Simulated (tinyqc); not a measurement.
Millisecond and nanosecond annealing: surface heating, thermal budget and solid-phase regrowth: one step, computed by the program tinyqc. Command: `OMP_NUM_THREADS=1 python tinyqc.py 3002465 3002466 out.jsonl flash walk`. One thread of a shared host (Intel(R) Xeon(R) Processor @ 2.30GHz), about 0.01 s of CPU time with the checks.

A square pulse heats the surface of a thick wafer with constant thermal properties; losses by radiation are neglected and silicon melts at 1414 C.

Task: Peak temperature. Absorbed flux q = (1 - R) fluence/t_p; kappa = k/c. With f(z, t) = (2 q/k) sqrt(kappa t) ierfc(z/(2 sqrt(kappa t))), ierfc(x) = exp(-x^2)/sqrt(pi) - x erfc(x): T = T0 + f(z, t) during the pulse and T0 + f(z, t) - f(z, t - t_p) after it. At the surface the rise at the end of the pulse is 2 q sqrt(t_p/(pi k c)); the fluence that just melts the surface scales with (1414 - T0).

Inputs (values chosen for the exercise, modelled on hot silicon with phosphorus):
```
quantity                     value        unit
incident fluence              41.6      J/cm^2
pulse length t_p            0.0037           s
reflectance R                 0.36           -
thermal conductivity k        0.31    W/(cm K)
heat capacity per volume c    2.33  J/(cm^3 K)
preheat temperature T0         500           C
wafer thickness d              775          um
```

Source: flash lamp.

Give: absorbed flux q; kappa; thermal length sqrt(kappa t_p); peak temperature; fluence at the melting threshold.

Result:

absorbed flux q = 7195.7 W/cm^2

kappa = 0.13305 cm^2/s

thermal length sqrt(kappa t_p) = 221.87 um

peak temperature = 1081.1 C

fluence at the melting threshold = 65.429 J/cm^2

Caution: heat reaches the back of the wafer, which is no longer thick.
